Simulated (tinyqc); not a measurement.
Two-mode optical phonons of a ternary alloy from two coupled oscillators: one step, computed by the program tinyqc. Command: `OMP_NUM_THREADS=1 python tinyqc.py 3017489 3017490 out.jsonl twomode walk`. One thread of a shared host (Intel(R) Xeon(R) Processor @ 2.30GHz), about 0.01 s of CPU time with the checks.

An alloy A(x)B(1-x)C has an A-C and a B-C bond oscillator. Each TO frequency moves linearly from the impurity mode (dilute end) to the TO of the pure crystal; each strength is proportional to the number of bonds.

Question. Share of the polar coupling. eps(omega) = eps_inf + W_1/(omega_1^2 - omega^2) + W_2/(omega_2^2 - omega^2) = 0 is the eigenproblem of the matrix [[omega_1^2 + W_1/eps_inf, sqrt(W_1 W_2)/eps_inf], [sqrt(W_1 W_2)/eps_inf, omega_2^2 + W_2/eps_inf]] for omega_LO^2. The polar coupling of mode j is c_j = (u_j . sqrt(W))^2/(eps_inf^2 omega_j^2), u_j its eigenvector and omega_j here its LO frequency; the c_j add up to 1/eps_inf - 1/eps_s. Froehlich constant alpha_j = (e^2/(4 pi eps_0)) c_j k_j/(2 E_j), E_j = h c omega_j, k_j = sqrt(m* E_j/(hbar^2/(2 m_0))).

Inputs (values chosen for the exercise, for a model alloy): electron mass m* = 0.13 m_0.

omega_1 (A-C, TO) = 594.4 1/cm

omega_2 (B-C, TO) = 409.2 1/cm

eps_inf = 7.602

W_1 = 814807.6 1/cm^2

W_2 = 76826.18 1/cm^2

Constants: e^2/(4 pi eps_0) = 14.39964548 eV angstrom; hbar^2/(2 m_0) = 3.80998212 eV angstrom^2; 1 THz = 33.35640952 1/cm; h x 1 THz = 4.135667696 meV.

Give: c_j, lower and upper mode; share of the upper mode; alpha_j, lower and upper mode.

Answer.

c_j, lower and upper mode: 0.002961  0.03212

share of the upper mode = 0.9156

alpha_j, lower and upper mode: 0.01732  0.1470
